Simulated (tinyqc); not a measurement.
On-chip interconnect, size-dependent resistivity and RC delay: two steps of the calculation.

A rectangular line between two neighbours and two ground planes. Surface and grain-boundary scattering are added to the bulk resistivity as corrections; capacitances are parallel-plate values without fringing; inductance is ignored.

Values chosen for this exercise; metal values close to those of copper:
- Lw = 6.3 um (line length)
- Rd = 4800 ohm (driver resistance)
- Cl = 0.12 fF (load capacitance)
- dt = 2.9 ps (time step)

Problem 1. Ladder and Elmore delays. 4 equal pi sections: series Rs = r Lw/4; node capacitances c Lw/4, halved at nodes 0 and 4, with Cl added to node 4; Rd feeds node 0. Elmore delay of node k: the sum, over the resistors on the path to k, of resistance times all capacitance downstream of it.

r = 918.37491 ohm/um
c = 0.14244175 fF/um

Find: Rs; C; Elmore delay.

Solution 1.

Rs = 1446.4 ohm

```
node   C (fF)  Elmore delay (ps)
0     0.11217             4.8834
1     0.22435             6.1928
2     0.22435             7.1776
3     0.22435             7.8379
4     0.23217             8.1738
```

The far-end value equals Rd (c Lw + Cl) + r Lw (c Lw/2 + Cl) for any number of pi sections; the line resistance contributes 40.3 % of it.

Problem 2. Node voltages after a time step. A 1 V step is applied behind Rd at t = 0. C dv/dt = -G v + b, with G the conductance matrix of the ladder (1/Rs between neighbours, 1/Rd added at node 0) and b = (1 V/Rd, 0, ...). Trapezoidal step: (C/dt + G/2) v(new) = (C/dt - G/2) v + b.

Rs = 1446.4405 ohm

```
node      C (fF)  v at t = 1 dt (V)
0     0.11217288         0.77883026
1     0.22434575         0.49798999
2     0.22434575         0.32859739
3     0.22434575         0.23274324
4     0.23217288         0.18897588
```

Give: v at t = 2 dt.

Solution 2.

v at t = 2 dt, node 0 to 4 (V): [0.5573, 0.6133, 0.5836, 0.5375, 0.5075]

Range of the model: The metal width is under the mean free path, where the thick-limit surface term and the simple sum of corrections lose accuracy.

Numbers from tinyqc (`OMP_NUM_THREADS=1 python tinyqc.py 2100103 2100104 out.jsonl`; about 0.01 s on one thread of a shared Intel Xeon 2.30GHz).
